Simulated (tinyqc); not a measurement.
# Gate-all-around wire, scale length and short-channel effects, step by step

tinyqc, about 0.06 s, one thread, Intel Xeon 2.30GHz (shared host): `OMP_NUM_THREADS=1 python tinyqc.py 2420144 2420145 out.jsonl` Printed values are rounded.

A round wire of diameter ts in an insulator shell of thickness ti under a surrounding gate. Below threshold the potential that source and drain add obeys Laplace's equation and vanishes on the gate. Its lowest mode decays along the channel as exp(-k y); k is the smallest positive root of the matching condition at the interface, and the scale length is Lambda = pi/k.

Values chosen for this exercise; permittivities: semiconductor close to that of germanium, insulator close to that of silicon nitride:

| symbol | value | unit | meaning |
|---|---|---|---|
| T | 325 | K | temperature |
| eps_r | 16.2 |  | relative permittivity of the semiconductor |
| ei | 7.21 |  | relative permittivity of the insulator |
| ti | 2.8 | nm | insulator thickness |
| ts | 5.3 | nm | wire diameter |
| L | 15 | nm | channel length |
| Vbi | 0.94 | V | potential of the source |
| sT | 0.52 | V | potential of the barrier top at threshold |
| VTL | 0.41 | V | long-channel threshold |
| m | 1 |  | long-channel body factor |
| Vds | 0.5 | V | drain voltage |

Constants: q = 1.602176634e-19 C, kB = 1.380649e-23 J/K, Vt = kB T/q. Results are converted to the units shown.

## Scan of the matching condition

k, point 0 to 7 (1/nm): 0.0675  0.135  0.2025  0.27  0.3375  0.405  0.4725  0.54

f(k) = ei J0(u)[J1(u) Y0(v) - Y1(u) J0(v)] - eps_r J1(u)[J0(u) Y0(v) - Y0(u) J0(v)], u = k ts/2, v = u + k ti.

f(k), point 0 to 7: 24.43427  10.44269  5.12958  2.13039  0.19957  -1.06871  -1.85264  -2.25529

The first change of sign lies between k = 0.3375 and 0.405 1/nm.

## Iteration 1: decay constant by Newton steps

k at the start = 0.405 1/nm

f(k) = ei J0(u)[J1(u) Y0(v) - Y1(u) J0(v)] - eps_r J1(u)[J0(u) Y0(v) - Y0(u) J0(v)], u = k ts/2, v = u + k ti; f' by a central difference with +/- 1e-5 1/nm; k(new) = k - f/f'.

f = -1.068709
f' = -14.89157 nm
k after iteration 1 = 0.3332339 1/nm

## Iteration 2: decay constant by Newton steps

As before.

f = 0.2994034
f' = -23.70960 nm
k after iteration 2 = 0.3458619 1/nm

## Course of the iteration: decay constant by Newton steps

Stop when k changes by less than 1e-10 1/nm, or after 30 iterations.

Course of the iteration:
```
iteration	k (1/nm)	|change| (1/nm)
1	0.3332339	0.0718
2	0.3458619	0.0126
3	0.3463782	5.16e-4
4	0.3463791	8.28e-7
5	0.3463791	2.13e-12
```

Converged in 5 iterations. At the end the number of correct digits about doubles with each step.

## Scale length against simple estimates

k = 0.3463791 1/nm

Lambda = pi/k and l = 1/k. A parabolic potential across the structure gives l(parabolic) = sqrt([2 eps_r ts^2 ln(1 + 2 ti/ts) + ei ts^2]/(16 ei)).

Lambda = 9.069811 nm
l = 2.887011 nm
l(parabolic) = 2.728423 nm

The parabolic estimate is 5.5 % below l.

## Threshold shift, barrier position and swing

Along the channel psi(y) = s + a exp(y/l) + b exp(-y/l) with psi(0) = Vbi, psi(L) = Vbi + Vds and l = 1/k = Lambda/pi; with A = Vbi - s, B = A + Vds, x = exp(-L/l): a = (B - A x) x/(1 - x^2), b = (A - B x)/(1 - x^2). The minimum is s + 2 sqrt(a b), at y = (l/2) ln(b/a). The long-channel potential follows the gate as s = sT + (Vg - VTL)/m, and the threshold VT is the gate voltage at which the minimum equals sT. Swing = m Vt ln 10/g at threshold, g = d(minimum)/ds = 1 - (b x + a)/((1 + x) sqrt(a b)).

s at threshold = 0.4108954 V
a = 0.005685600 V
b = 0.5234190 V
position of the minimum = 6.528174 nm
VT = 0.3008954 V
swing = 76.45301 mV/decade

The threshold lies 109 mV below the long-channel value, and the barrier top sits at 0.44 L from the source.
